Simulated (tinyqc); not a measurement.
What each parameter of the potential does: deformation potentials from a strained empirical pseudopotential.

Diamond lattice, no spin-orbit coupling. Atomic form factor V(q) = a1 (q^2 - a2)/(a3 exp(a4 q^2) - 1) in rydberg with q in 1/bohr, for the unstrained cell. Under a strain e the reciprocal vectors and k go over into (1 + e)^(-1) G, the atoms sit at +/- tau with tau = (1 + e) a (1,1,1)/8 - zeta a (eyz, ezx, exy)/4, and H(G,G') = c |k + G|^2 delta + (V(q)/det(1 + e)) cos(q.tau), q = G - G', with the term q = 0 left out; c = hbar^2/2m0. The basis is fixed before straining: all G with |k + G|^2 up to 16 (2 pi/a)^2. k is given in units of 2 pi/a of the unstrained cell.

Constants: hbar^2/2m0 = 3.80998211 eV angstrom^2; Ry = 13.60569312 eV; a0 (Bohr radius) = 0.5291772105 angstrom.

Values chosen for the exercise (near those of Si; the results hold for these values, not for the real material):
- a = 5.429 angstrom (lattice constant)
- a1 = 0.531
- a2 = 2.176
- a3 = 2.062
- a4 = 0.489
- kD = 0.82 2 pi/a (position of the Delta minimum)

Gaps from the valence top to level 8 at Gamma and level 5 at (kD,0,0) and L, and their deformation potentials [E(+h) - E(-h)]/(3 ln((1 + h)/(1 - h))) for e = +/- h 1, h = 0.002. The row for the lattice constant keeps V(q) without the volume factor, so it is not a strain.

Results for these values:
```
case  Gamma (eV)  Delta (eV)  L (eV)  potential Gamma (eV)  potential Delta (eV)  potential L (eV)
base       4.099       0.940   1.919                 -8.60                  2.72             -1.86
```

What happens to each result for a2 = 2.154, all else kept?

Answer: Gamma rises from 4.099 to 4.210; Delta falls from 0.940 to 0.866; L rises from 1.919 to 1.923; potential Gamma rises from -8.60 to -8.53; potential Delta rises from 2.72 to 2.77; potential L rises from -1.86 to -1.83.

The same for each parameter in turn:
```
case                Gamma (eV)  Delta (eV)  L (eV)  potential Gamma (eV)  potential Delta (eV)  potential L (eV)
base                     4.099       0.940   1.919                 -8.60                  2.72             -1.86
a = 5.483 angstrom       3.972       1.228   2.016                 -8.89                  2.42             -2.04
a1 = 0.526               4.056       0.873   1.870                 -8.52                  2.73             -1.85
a2 = 2.154               4.210       0.866   1.923                 -8.53                  2.77             -1.83
a3 = 2.083               4.051       0.848   1.856                 -8.51                  2.71             -1.86
a4 = 0.494               4.006       0.855   1.845                 -8.43                  2.79             -1.79
```

Run: tinyqc, `OMP_NUM_THREADS=1 python tinyqc.py 1880151 1880152 out.jsonl`; Intel(R) Xeon(R) Processor @ 2.30GHz, one thread, shared host; about 0.2 s of CPU time with all checks.
